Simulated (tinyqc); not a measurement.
From results back to parameters: Shockley-Read-Hall recombination through one deep level. Five cases, with inputs chosen for the exercise.

Problem. Deep-level transient spectroscopy: the emission rate is en = gam sigma T^2 exp(-dE/kB T), dE = Ec - Et. Two rates were computed from hidden dE and sigma.

Constants: kB = 8.617333262e-05 eV/K.

Case 1.

Values chosen (out of a larger set: gap and densities of states near those of Si at this temperature; not measured data): gam = 5.1e+21 1/(cm^2 s K^2) (vth Nc/T^2, which does not depend on T); T1 = 253 K; T2 = 285 K.

en(T1) = 8.72392 1/s
en(T2) = 163.653 1/s

Case 2.

Values chosen (out of a larger set: gap and densities of states near those of GaAs at this temperature; not measured data): gam = 9.2e+19 1/(cm^2 s K^2) (vth Nc/T^2, which does not depend on T); T1 = 287 K; T2 = 331 K.

en(T1) = 0.449688 1/s
en(T2) = 14.5670 1/s

Case 3.

Values chosen (out of a larger set: gap and densities of states near those of InP at this temperature; not measured data): gam = 1.3e+20 1/(cm^2 s K^2) (vth Nc/T^2, which does not depend on T); T1 = 396 K; T2 = 457 K.

en(T1) = 0.306347 1/s
en(T2) = 10.0840 1/s

Case 4.

Values chosen (out of a larger set: gap and densities of states near those of Si at this temperature; not measured data): gam = 3e+21 1/(cm^2 s K^2) (vth Nc/T^2, which does not depend on T); T1 = 277 K; T2 = 329 K.

en(T1) = 3.60653 1/s
en(T2) = 224.598 1/s

Case 5.

Values chosen (out of a larger set: gap and densities of states near those of Si at this temperature; not measured data): gam = 4.9e+21 1/(cm^2 s K^2) (vth Nc/T^2, which does not depend on T); T1 = 110 K; T2 = 126 K.

en(T1) = 8.96387 1/s
en(T2) = 246.105 1/s

Find: ln(en/T^2) at T1 and T2; dE; sigma.

Solution. ln(en/T^2) against 1/T is a line of slope -dE/kB and intercept ln(gam sigma); plotting ln en alone would overstate dE by about 2 kB T.

Case 1.

ln(en/T^2) at T1 and T2: -8.9007  -6.2072

dE = 0.523 eV
sigma = 7.0e-16 cm^2

Case 2.

ln(en/T^2) at T1 and T2: -12.1182  -8.9255

dE = 0.594 eV
sigma = 1.6e-15 cm^2

Case 3.

ln(en/T^2) at T1 and T2: -13.1459  -9.9384

dE = 0.820 eV
sigma = 4.1e-16 cm^2

Case 4.

ln(en/T^2) at T1 and T2: -9.9653  -6.1778

dE = 0.572 eV
sigma = 4.0e-16 cm^2

Case 5.

ln(en/T^2) at T1 and T2: -7.2078  -4.1668

dE = 0.227 eV
sigma = 3.8e-15 cm^2

Computed by tinyqc, one run a case: `OMP_NUM_THREADS=1 python tinyqc.py N N+1 out.jsonl` with N = 1681230, 1681249, 1681253, 1681275, 1681277; one thread of a shared Intel(R) Xeon(R) Processor @ 2.30GHz, about 0.01 s a run at most.
